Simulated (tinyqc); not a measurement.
Inside a calculation. Model: surface Green function of a two-leg ladder, Sancho-Rubio decimation.

tinyqc, about 0.1 s, one thread, Intel Xeon 2.30GHz (shared host): `OMP_NUM_THREADS=1 python tinyqc.py 2680115 2680116 out.jsonl` Printed values are rounded.

A semi-infinite lead of cells 0, 1, 2, ... with H0 inside a cell and H1 = <cell i|H|cell i + 1>. One rung (site 1 on leg a, site 2 on leg b) is a cell; all hoppings enter with a minus sign. z = E + i eta.

Inputs (values chosen for the exercise): hopping along leg a ta = 2.8 eV; hopping along leg b tb = 2.1 eV; rung hopping tp = 3.57 eV; diagonal hopping from a to the next b td = 0.65 eV; site energy on leg b (0 on leg a) eb = -1.4 eV; energy E = 2.46 eV; broadening eta = 0.01 eV.

## The blocks

Read off from the list of hoppings.

H0 (eV):

|  | 1 | 2 |
|---|---|---|
| 1 | 0 | -3.57 |
| 2 | -3.57 | -1.4 |

H1 (eV):

|  | 1 | 2 |
|---|---|---|
| 1 | -2.8 | -0.65 |
| 2 | 0 | -2.1 |

## Round 1: decimation

Start with e_s = e = H0, a = H1, b = H1^dagger. Each round: g = (z - e)^(-1); e_s <- e_s + a g b; e <- e + a g b + b g a; a <- a g a; b <- b g b (all with the old a, b). Round k joins cells 2^k apart.

g (1/eV):

|  | 1 | 2 |
|---|---|---|
| 1 | -1.187403-0.026172i | 1.098249+0.021361i |
| 2 | 1.098249+0.021361i | -0.756717-0.017795i |

e_s after round 1 (eV):

|  | 1 | 2 |
|---|---|---|
| 1 | -5.631323-0.134956i | 1.854785+0.101310i |
| 2 | 1.854785+0.101310i | -4.737121-0.078478i |

e after round 1 (eV):

|  | 1 | 2 |
|---|---|---|
| 1 | -14.94056-0.34015i | 6.15142+0.17928i |
| 2 | 6.15142+0.17928i | -5.57770-0.10970i |

a after round 1 (eV):

|  | 1 | 2 |
|---|---|---|
| 1 | -7.310423-0.166313i | 3.727723+0.062701i |
| 2 | 6.457704+0.125601i | -1.838011-0.049321i |

b after round 1 (eV):

|  | 1 | 2 |
|---|---|---|
| 1 | -7.310423-0.166313i | 6.457704+0.125601i |
| 2 | 3.727723+0.062701i | -1.838011-0.049321i |

## Round 2: decimation

As before.

g (1/eV):

|  | 1 | 2 |
|---|---|---|
| 1 | 0.0787688-0.0009049i | 0.0603060+0.0001662i |
| 2 | 0.0603060+0.0001662i | 0.1705475-0.0010675i |

e_s after round 2 (eV):

|  | 1 | 2 |
|---|---|---|
| 1 | -2.337185-0.065978i | -0.771443+0.042454i |
| 2 | -0.771443+0.042454i | -2.306802-0.031310i |

e after round 2 (eV):

|  | 1 | 2 |
|---|---|---|
| 1 | -6.016349-0.151780i | 1.615475+0.078171i |
| 2 | 1.615475+0.078171i | -2.302679-0.049315i |

a after round 2 (eV):

|  | 1 | 2 |
|---|---|---|
| 1 | 3.826731+0.068873i | -1.667618-0.031077i |
| 2 | -2.419170-0.048080i | 1.343987+0.020037i |

b after round 2 (eV):

|  | 1 | 2 |
|---|---|---|
| 1 | 3.826731+0.068873i | -2.419170-0.048080i |
| 2 | -1.667618-0.031077i | 1.343987+0.020037i |

## Round 3: decimation

As before.

g (1/eV):

|  | 1 | 2 |
|---|---|---|
| 1 | 0.1260910-0.0018377i | 0.0428109+0.0009130i |
| 2 | 0.0428109+0.0009130i | 0.2244499-0.0017830i |

e_s after round 3 (eV):

|  | 1 | 2 |
|---|---|---|
| 1 | -0.411990-0.039774i | -2.049533+0.024647i |
| 2 | -2.049533+0.024647i | -1.441400-0.019478i |

e after round 3 (eV):

|  | 1 | 2 |
|---|---|---|
| 1 | -1.722583-0.091150i | -0.804703+0.045295i |
| 2 | -0.804703+0.045295i | -0.872835-0.031184i |

a after round 3 (eV):

|  | 1 | 2 |
|---|---|---|
| 1 | 2.083505+0.027950i | -0.968971-0.011718i |
| 2 | -1.427062-0.019549i | 0.679307+0.007973i |

b after round 3 (eV):

|  | 1 | 2 |
|---|---|---|
| 1 | 2.083505+0.027950i | -1.427062-0.019549i |
| 2 | -0.968971-0.011718i | 0.679307+0.007973i |

## Course of the decimation

Stop when the largest entry of a and b is below 1e-12 eV, or after 60 rounds. The last column is -Im Tr (z - e_s)^(-1)/pi. At the end g_s = (z - e_s)^(-1), and the bulk Green function is (z - e)^(-1).

Course of the iteration:

| round | largest \|a\|, \|b\| (eV) | surface density of states (1/eV) |
|---|---|---|
| 1 | 7.31 | 8.857433e-4 |
| 2 | 3.83 | 0.002163285 |
| 3 | 2.08 | 0.01305847 |
| 4 | 1.82 | 0.02482768 |
| 5 | 2.49 | 0.02526959 |
| 6 | 1.69 | 0.8180342 |
| 7 | 5.40 | 0.04050151 |
| 8 | 2.62 | 0.07503082 |
| 9 | 1.13 | 0.1192076 |
| 10 | 0.327 | 0.1405334 |
| 11 | 0.0312 | 0.1414080 |
| 12 | 2.86e-4 | 0.1413867 |
| 13 | 2.40e-8 | 0.1413867 |
| 14 | < 1e-12 | 0.1413867 |

Converged in 14 rounds, which stand for 2^14 cells. E lies inside a band (1 open mode(s)), where only eta damps the waves, over about v/eta cells with v the group velocity in eV a cell.

## Self-energy, Dyson check and densities of states

converged surface Green function g_s (1/eV):

|  | 1 | 2 |
|---|---|---|
| 1 | 0.0242150-0.2819581i | 0.1113960+0.2134209i |
| 2 | 0.1113960+0.2134209i | 0.1036821-0.1622212i |

converged bulk Green function (1/eV):

|  | 1 | 2 |
|---|---|---|
| 1 | 0.0575709-0.1335999i | 0.1031576+0.1108928i |
| 2 | 0.1031576+0.1108928i | 0.1779046-0.0964168i |

Sigma = H1 g_s H1^dagger is what the lead adds to one more cell, and (z - H0 - Sigma)^(-1) must give g_s back. Densities of states: -Im of the diagonals over pi.

Sigma (eV):

|  | 1 | 2 |
|---|---|---|
| 1 | 0.639133-1.502238i | 0.796535+1.033483i |
| 2 | 0.796535+1.033483i | 0.457238-0.715395i |

(z - H0 - Sigma)^(-1) (1/eV):

|  | 1 | 2 |
|---|---|---|
| 1 | 0.0242150-0.2819581i | 0.1113960+0.2134209i |
| 2 | 0.1113960+0.2134209i | 0.1036821-0.1622212i |

| orbital | surface density of states (1/eV) | bulk density of states (1/eV) |
|---|---|---|
| 1 | 0.08975006 | 0.04252618 |
| 2 | 0.05163661 | 0.03069041 |

The surface cell holds 0.141 states per eV against 0.0732 for a bulk cell.
